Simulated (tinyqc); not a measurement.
Inside a calculation. Method: coherent transport through a tight-binding region between two chains. One step of it, computed by the program tinyqc.

Task: Transmission at E = -0.71 eV. Surface Green function g = (E - i sqrt(4 t^2 - E^2)) / (2 t^2); self-energy tc^2 g on each contact site; G = (E - H - Sigma)^(-1); Gamma = -2 Im Sigma; T = Gamma_L Gamma_R |G_LR|^2; local density of states -Im G_ii / pi.

H of the central region (eV):
```
           1          2
1  -0.840000  -1.270000
2  -1.270000  -0.800000
```

Leads: semi-infinite chains with site energy 0:

| parameter | value |
|---|---|
| lead hopping t (eV) | 2.470000 |
| coupling to the left lead (eV) | 0.790000 |
| coupling to the right lead (eV) | 1.450000 |
| left contact site | 1 |
| right contact site | 2 |

E = -0.710000 eV

Give: g; G; local density of states; transmission.

Result:

g = -0.0582-0.4007i 1/eV

G (1/eV):
```
                 1                2
1  -0.0671-0.4783i   0.7020+0.0758i
2   0.7020+0.0758i  -0.0770-0.1482i
```

local density of states (1/eV): 0.1523  0.0472

transmission = 0.4201
